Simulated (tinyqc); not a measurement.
Dose and depth of a threshold implant.

Question. A sheet of D acceptors per cm^2 lies at depth xi inside the depleted layer of a body doped Na. In the depletion approximation VT = Vfb + f2 + q D/Cox + gamma sqrt(f2 + Vsb - q D xi/(eps0 eps_r)), gamma = sqrt(2 eps0 eps_r q Na)/Cox, Cox = eps0 eox/tox. Find gamma, D and xi.

Inputs (values chosen for the exercise); band and dielectric values close to those of silicon: relative permittivity eps_r = 11.6; acceptor density deep in the body Na = 2.6e17 cm^-3; relative permittivity of the gate insulator (close to silicon dioxide) eox = 3.9; insulator thickness tox = 7.7 nm; flat-band voltage Vfb = -0.78 V; band bending 2 phiF at threshold f2 = 0.79 V.

Constants: q = 1.602176634e-19 C, eps0 = 8.8541878128e-14 F/cm where lengths are in cm. Results are converted to the units shown.

VT against the source at Vsb = 0 and 2.3 V (V): [0.97420212, 1.5635892]

Answer. With y^2 = f2 - q D xi/(eps0 eps_r) and d the difference of the thresholds over gamma, sqrt(y^2 + Vsb) - y = d gives y = (Vsb - d^2)/(2 d). The first threshold then gives D, and y^2 gives xi.

gamma = 0.652 V^0.5
D = 1.20e12 cm^-2
xi = 6.20 nm

tinyqc, about 0.4 s, one thread, Intel Xeon 2.30GHz (shared host): `OMP_NUM_THREADS=1 python tinyqc.py 2080005 2080006 out.jsonl`
